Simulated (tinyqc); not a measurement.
# Screening length from the swing

Inverse problem. In a simple model of a Schottky-barrier transistor a barrier thinner than d = 2.6 nm is transparent, so the effective barrier is pn - psi (1 - exp(-d/lam)) and the swing beyond flat band is Vt ln 10/(1 - exp(-d/lam)). Find the thermionic swing, lam, and the effective barrier at psi = 0.2 V.

Values chosen for this exercise:
```
symbol  value  unit                                 meaning
T         300     K                             temperature
pn       0.66    eV  barrier for electrons at both contacts
```

Constants: q = 1.602176634e-19 C, kB = 1.380649e-23 J/K, Vt = kB T/q. Results are converted to the units shown.

swing in the tunnelling range = 140.09891 mV/decade

Solution. The ratio of the two swings is 1 - exp(-d/lam).

Vt ln 10 = 59.5 mV/decade
lam = 4.70 nm
effective barrier = 0.575 eV

Program tinyqc, `OMP_NUM_THREADS=1 python tinyqc.py 2390057 2390058 out.jsonl`; Intel Xeon 2.30GHz, shared host, one thread, about 0.6 s.
